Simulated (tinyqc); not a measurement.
## Depletion depth for a wanted scale length

Question. A single-gate structure has eps_r tan(pi ti/Lambda) + ei tan(pi ts/Lambda) = 0 for its lowest mode, with both thicknesses below Lambda. Find ts.

Values chosen for this exercise; permittivities: semiconductor close to that of silicon, insulator close to that of hafnium oxide: relative permittivity of the semiconductor eps_r = 11.7; relative permittivity of the insulator ei = 22.2; insulator thickness ti = 2.9 nm.

Lambda = 16.646647 nm

Solution. The condition is explicit in ts: an arctangent, taken between 0 and pi.

ts = 15.0 nm

Computed by the program tinyqc: `OMP_NUM_THREADS=1 python tinyqc.py 2420157 2420158 out.jsonl`, one thread of a shared Intel Xeon 2.30GHz, about 0.01 s for the whole run.
